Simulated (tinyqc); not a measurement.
MOS inversion layer, Poisson-Schroedinger loop: two steps of the calculation.

Electrons confined at an insulator interface at z = 0, treated as a hard wall; parabolic valleys, Hartree approximation, no image or exchange terms. The depletion charge lies far deeper than the electrons and gives a uniform field q Nd/(eps0 eps_r); the gate balances all charge. Energies are counted from the band edge at the interface.

Values chosen for this exercise; masses and permittivity close to those of silicon (100): temperature T = 300 K; relative permittivity eps_r = 11.9; mass along z of valley set A (2 valley(s)) mz1 = 0.931 m0; in-plane density-of-states mass of set A md1 = 0.187 m0; mass along z of valley set B (4 valley(s)) mz2 = 0.189 m0; in-plane density-of-states mass of set B md2 = 0.423 m0; sheet density of electrons Ns = 7.5e11 cm^-2; sheet density of depletion charge Nd = 3.7e11 cm^-2; extra shift of set B (strain) dE = 0.1 eV; mesh step hz = 1.5 nm.

Constants: q = 1.602176634e-19 C, kB = 1.380649e-23 J/K, hbar = 1.054571817e-34 J s, m0 = 9.1093837015e-31 kg, Vt = kB T/q, eps0 = 8.8541878128e-14 F/cm where lengths are in cm, hbar^2/(2 m0) = 0.0380998212 eV nm^2. Results are converted to the units shown.

Question 1. Converged levels, occupations and centroid. Tridiagonal Hamiltonian with psi = 0 one step beyond both ends: H_ii = C (1/m_(i-1/2) + 1/m_(i+1/2))/hz^2 + V0_i + U_i (+ dE for the set B), H_(i,i+1) = -C/(m_(i+1/2) hz^2), C = hbar^2/(2 m0). The lowest 2 level(s) of each valley set are kept, normalised to hz sum |psi|^2 = 1. The mass is the same on all intervals.

Level k holds N_k = D_k Vt ln(1 + exp((EF - E_k)/Vt)) with D = 2 md1 m0 q/(pi hbar^2) for the set A, D = 4 md2 m0 q/(pi hbar^2) for the set B per eV (spin included); EF is fixed by sum N_k = Ns.

Solve for the levels with V0 + U, find EF, n_i = sum_k N_k |psi_k|^2 (in cm^-3); share of each level N_k/Ns; centroid sum n z/sum n.

```
node  z (nm)  fixed potential V0 (eV)  converged U (eV)
1        1.5               0.00843932       0.017106739
2          3               0.01687865       0.026364722
3        4.5               0.02531797       0.031182388
4          6               0.03375730       0.033154872
5        7.5               0.04219662       0.033737955
6          9               0.05063595       0.033908555
7       10.5               0.05907527       0.033976225
8         12               0.06751460       0.034007475
9       13.5               0.07595392       0.034020941
10        15               0.08439324       0.034026001
11      16.5               0.09283257       0.034027640
12        18               0.10127189       0.034028091
13      19.5               0.10971122       0.034028191
14        21               0.11815054       0.034028204
```

Wanted: levels; EF; shares; n; centroid.

Answer 1.

levels (eV): A1 0.04773, A2 0.07093, B1 0.17240, B2 0.20619
EF = -0.0041473 eV
shares (%): A1 67.928, A2 28.725, B1 2.634, B2 0.713
n, node 1 to 14 (in units of 1e18 cm^-3): 2.2941  1.2978  0.8316  0.4061  0.1206  0.0301  0.0106  0.0052  0.0025  0.0010  0.0003  0.0001  0.0000  0.0000
centroid = 2.9838 nm

Question 2. Closed-form estimates. Triangular well: E_k = a_k (C F^2/mz)^(1/3), a_1 = 2.338107, a_2 = 4.087949, C = hbar^2/(2 m0), F in eV/nm. Fang-Howard (all electrons in the lowest level of set A): b^3 = 6 (mz1/C) q (Nd + 11 Ns/32)/(eps0 eps_r), centroid 3/b, level C b^2/(4 mz1) + (3/b) q (Nd + 11 Ns/16)/(eps0 eps_r). Use F = q (Nd + Ns)/(eps0 eps_r), the surface field, and F = q (Nd + Ns/2)/(eps0 eps_r).

Give: A1 with the surface field; A1 with Nd + Ns/2; A2 with Nd + Ns/2; b; Fang-Howard centroid; Fang-Howard level.

Answer 2.

A1 with the surface field = 0.053335 eV
A1 with Nd + Ns/2 = 0.040641 eV
A2 with Nd + Ns/2 = 0.071058 eV
b = 1.1186 1/nm
Fang-Howard centroid = 2.6819 nm
Fang-Howard level = 0.048919 eV

tinyqc, about 0.9 s, one thread, Intel Xeon 2.30GHz (shared host): `OMP_NUM_THREADS=1 python tinyqc.py 2160146 2160147 out.jsonl`
